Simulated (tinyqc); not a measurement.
Inside a calculation: finite square well with mass mismatch (envelope functions). Values are carried at full precision from step to step, so a last printed digit may differ when a step is redone from the rounded ones.

A square well of width L and depth V0, mass mw inside and mb outside, energies from the bottom of the well, c = hbar^2/2m0. k = sqrt(mw E/c), kappa = sqrt(mb (V0 - E)/c). psi and psi'/m are continuous at the walls (BenDaniel-Duke), so level n solves k L + 2 atan[(k/mw)/(kappa/mb)] = n pi.

Constants: hbar^2/2m0 = 3.80998211 eV angstrom^2.

Values chosen for the exercise (near those of a non-polar GaN well in AlN; not measured data): L = 39 angstrom (well width); V0 = 1.906 eV (barrier height); mw = 0.198 m0 (mass in the well); mb = 0.315 m0 (mass in the barrier); alpha_w = 0.18 1/eV (non-parabolicity in the well); alpha_b = 0.17 1/eV (non-parabolicity in the barrier).

## How many levels are bound

At E = V0 the arctangent equals pi/2, so level n is bound if k0 L > (n - 1) pi with k0 = sqrt(mw V0/c). Compare with the infinitely deep well, E1(hard) = c (pi/L)^2/mw.

k0 = 0.31473 1/angstrom
k0 L/pi = 3.9070
number of bound levels = 4
E1(hard) = 0.1249 eV

The count does not depend on mb. One more level binds at L = 39.9 angstrom.

## The lowest level by bisection

f(E) = k L + 2 atan[(k/mw)/(kappa/mb)] - pi rises with E. Twelve halvings of [0, V0]: keep the half in which f changes sign.

Bisection:
```
step  low (eV)  high (eV)  midpoint (eV)        k    kappa        f
1      0.00000    1.90600        0.95300  0.22254  0.28070   7.3385
2      0.00000    0.95300        0.47650  0.15736  0.34378   4.2544
3      0.00000    0.47650        0.23825  0.11127  0.37133   2.0878
4      0.00000    0.23825        0.11912  0.07868  0.38436   0.5567
5      0.00000    0.11912        0.05956  0.05564  0.39072  -0.5262
6      0.05956    0.11912        0.08934  0.06814  0.38755   0.0614
7      0.05956    0.08934        0.07445  0.06220  0.38914  -0.2176
8      0.07445    0.08934        0.08190  0.06524  0.38835  -0.0749
9      0.08190    0.08934        0.08562  0.06671  0.38795  -0.0060
10     0.08562    0.08934        0.08748  0.06743  0.38775   0.0278
11     0.08562    0.08748        0.08655  0.06707  0.38785   0.0109
12     0.08562    0.08655        0.08609  0.06689  0.38790   0.0025
```

After twelve halvings the bracket is V0/4096 = 0.465 meV wide.

## Bound levels

Solve the condition for each n (six at most). With A = cos(kL/2) for even and sin(kL/2) for odd levels, the probability in the barriers is Pb = (A^2/kappa)/(A^2/kappa + L/2 +/- sin(kL)/(2k)), + for even.

Levels:
```
n  parity  E (eV)  k (1/angstrom)  kappa (1/angstrom)      Pb
1    even  0.0860         0.06683             0.38791  0.0077
2     odd  0.3440         0.13370             0.35937  0.0307
3    even  0.7724         0.20035             0.30614  0.0717
4     odd  1.3574         0.26560             0.21296  0.1512
```

The lowest level lies at 69 % of the infinite-well value and decays into the barrier over 1/kappa = 2.6 angstrom. Above about 0.5 eV (from level 3 on) a parabolic band is a rough model.

## Mass in the plane and density of states

To first order in the in-plane energy, 1/m_par = (1 - Pb)/mw + Pb/mb for each subband. Each adds a step D = m_par/(2 pi c) to the density of states per area (spin included, one valley); 1/angstrom^2 = 1e16/cm^2.

Subbands:
```
n  m_par (m0)  D (1e13/(eV cm^2))
1      0.1986               8.295
2      0.2003               8.367
3      0.2034               8.497
4      0.2098               8.763
```

## Levels with energy-dependent masses

Non-parabolic bands: mw is replaced by mw (1 + alpha_w E) and mb by mb (1 - alpha_b (V0 - E)), in k, kappa and the matching condition alike.

Solve the same condition with the energy-dependent masses, and list the shift from the parabolic levels that exist in both.

Levels:
```
n  E (eV)  mass inside  mass outside  shift (meV)
1  0.0899       0.2012        0.2177          3.9
2  0.3435       0.2102        0.2313         -0.5
3  0.7235       0.2238        0.2517        -48.9
4  1.1884       0.2404        0.2766       -169.0
5  1.6907       0.2583        0.3035            -
```

Level 1 moves by +3.9 meV and level 4 by -169.0 meV. The lighter mass deep in the barrier hardens the wall for low levels; the heavier mass in the well wins higher up. The heavier mass inside raises k at E = V0, which binds further levels (1 of them among the six at most that are listed).

## Checks

- Lowest level by finite differences (200 cells across the well) against the matching condition, eV: 0.0859 against 0.0860.

(tinyqc, `OMP_NUM_THREADS=1 python tinyqc.py 1280254 1280255 out.jsonl`, Intel(R) Xeon(R) Processor @ 2.30GHz, 1 thread, shared host, about 0.01 s.)
